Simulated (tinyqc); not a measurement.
Comparisons within one model: Boltzmann transport in a parabolic band with a power-law relaxation time. A value that a table varies takes the place of the one given here.

F_j(eta) = (1/Gamma(j + 1)) integral_0^infinity x^j dx/(1 + exp(x - eta)), which tends to exp(eta) for eta << 0.

tau = tau0 x^r with x = E/kT. With K_j = Gamma(j + 1) F_j(eta): <tau> = tau0 (r + 3/2) K_(r+1/2)/((3/2) K_(1/2)); mu = <tau>/(mc m0/e), m0/e = 5.685630e-12 kg/C; Hall factor rH = (3/2) K_(1/2) (2r + 3/2) K_(2r+1/2)/((r + 3/2) K_(r+1/2))^2; Seebeck S = -(kB/e) [(r + 5/2) K_(r+3/2)/((r + 3/2) K_(r+1/2)) - eta]; Lorenz number L = (kB/e)^2 [(r + 7/2) K_(r+5/2)/((r + 3/2) K_(r+1/2)) - ((r + 5/2) K_(r+3/2)/((r + 3/2) K_(r+1/2)))^2]; kB/e in V/K. Valley anisotropy is left out of rH.

n = N F_1/2(eta) with N = 2 (m kB T/(4 pi c))^(3/2) with c = hbar^2/2m0, in 1/angstrom^3; times 1e24 for 1/cm^3, m = md.

Constants: kB = 8.617333262e-05 eV/K; hbar^2/2m0 = 3.80998211 eV angstrom^2.

Inputs chosen for the exercise (masses near those of Ge; tau0 is set for a mobility of the usual size at this n, kL is a free input; freeze-out and phonon drag, which matter near 77 K, are left out; the results hold for these values, not for the real material):
- ta = 87 fs (acoustic tau at E = kT and 300 K)
- ti = 43 fs (impurity tau at E = kT and 300 K)
- mc = 0.1142 m0 (conductivity mass)
- md = 0.538 m0 (density-of-states mass)
- tau0 = 6 fs (tau at E = kT)
- r = 1.5 (exponent of tau)
- T = 200 K
- kL = 3.2 W/(m K) (lattice thermal conductivity)
- n = 9.2e+18 1/cm^3 (electron density)

## The scattering mechanism

eta = 1.12433

Same eta for each exponent.

Results:

| r | mechanism | <tau>/tau0 | rH | S (microvolt/K) | L (1e-8 W ohm/K^2) |
|---|---|---|---|---|---|
| -0.5 | acoustic phonons | 0.620 | 1.102 | -145.3 | 1.739 |
| 0.0 | a constant relaxation time | 1.000 | 1.000 | -181.6 | 1.977 |
| 0.5 | polar optical or piezoelectric scattering | 1.741 | 1.066 | -217.1 | 2.239 |
| 1.5 | ionised impurities | 6.344 | 1.593 | -288.4 | 2.834 |

From r = -1/2 to 3/2 |S| grows by 143.1 microvolt/K, against 2 kB/e = 172.3 in the non-degenerate limit: scattering that favours fast electrons raises the mean energy carried. rH is 1 only for constant tau and reaches 1.593 for r = 3/2; L spans 1.739 to 2.834 against the metallic 2.443.

## Mobility against temperature (two scattering mechanisms together, and the Matthiessen rule)

Non-degenerate electrons. 1/tau(x) = x^(1/2)/tA + 1/(tI x^(3/2)), x = E/kT, with tA = ta (T/300)^(-3/2) and tI = ti (T/300)^(3/2) (the screening logarithm is held fixed). <tau> = integral x^(3/2) tau exp(-x) dx/Gamma(5/2); mu = <tau>/(mc m0/e), m0/e = 5.685630e-12 kg/C. Matthiessen: 1/mu = 1/muA + 1/muI with <tau>A = tA Gamma(2)/Gamma(5/2), <tau>I = tI Gamma(4)/Gamma(5/2).

rH = <tau^2>/<tau>^2. ta and ti are inputs of their own, not tied to tau0.

Mobilities (cm^2/(V s)):

| T (K) | acoustic | impurity | Matthiessen | exact | rH | Matthiessen/exact |
|---|---|---|---|---|---|---|
| 40 | 2.07e+04 | 146 | 145 | 142 | 1.869 | 1.016 |
| 60 | 1.13e+04 | 267 | 261 | 249 | 1.760 | 1.049 |
| 80 | 7.32e+03 | 412 | 390 | 354 | 1.626 | 1.101 |
| 120 | 3.98e+03 | 756 | 636 | 514 | 1.392 | 1.236 |
| 160 | 2.59e+03 | 1.16e+03 | 803 | 594 | 1.240 | 1.352 |
| 220 | 1.61e+03 | 1.88e+03 | 865 | 608 | 1.119 | 1.423 |
| 300 | 1.01e+03 | 2.99e+03 | 754 | 545 | 1.053 | 1.383 |
| 400 | 655 | 4.60e+03 | 573 | 446 | 1.030 | 1.286 |
| 550 | 406 | 7.42e+03 | 385 | 326 | 1.036 | 1.180 |

The exact mobility peaks at 220 K of those listed. The two mechanisms are equal between 160 and 220 K. The rule overestimates everywhere, most at 220 K (by 42 %), since impurities stop the slow electrons and phonons the fast ones. rH runs between 1.030 and 1.869; the pure limits are 1.178 and 1.933, and the mixture dips below both, since the opposite energy slopes of the two rates leave tau nearly constant. Optical and intervalley phonons, left out, lower real mobilities above about 150 K.

## What moves the coefficients

sigma = e n mu with e = 1.602176634e-19 C; ZT = S^2 sigma T/(kL + L sigma T). Each row changes one parameter from the base and keeps the others.

Results:

| case | mu (cm^2/(V s)) | sigma (S/cm) | S (microvolt/K) | ZT |
|---|---|---|---|---|
| base | 586.3 | 864.2 | -288.4 | 0.390 |
| md = 0.699 m0 | 530.0 | 781.3 | -324.6 | 0.451 |
| mc = 0.1485 m0 | 450.9 | 664.6 | -288.4 | 0.309 |
| n = 1.84e+19 1/cm^3 | 765.3 | 2256 | -224.6 | 0.513 |
| tau0 = 9 fs | 879.4 | 1296 | -288.4 | 0.548 |
| kL = 1.6 W/(m K) | 586.3 | 864.2 | -288.4 | 0.688 |
| T = 250 K | 537.0 | 791.5 | -319.3 | 0.535 |

The largest shifts from the base row, up to three for each result and ties (the steps differ in size, so this ranks the rows, not the parameters). mu (cm^2/(V s)): tau0 +293, n +179, mc -135; unchanged at the printed digits by kL. sigma (S/cm): n +1.39e+03, tau0 +432, mc -200; unchanged at the printed digits by kL. S (microvolt/K): n +63.8, md -36.2, T -30.9; unchanged at the printed digits by mc, tau0 and kL. ZT: kL +0.298, tau0 +0.158, T +0.146. The row for T keeps tau0 fixed; for phonon scattering tau0 itself falls as T rises.

(tinyqc, `OMP_NUM_THREADS=1 python tinyqc.py 1681795 1681796 out.jsonl`, Intel(R) Xeon(R) Processor @ 2.30GHz, 1 thread, shared host, about 0.01 s.)
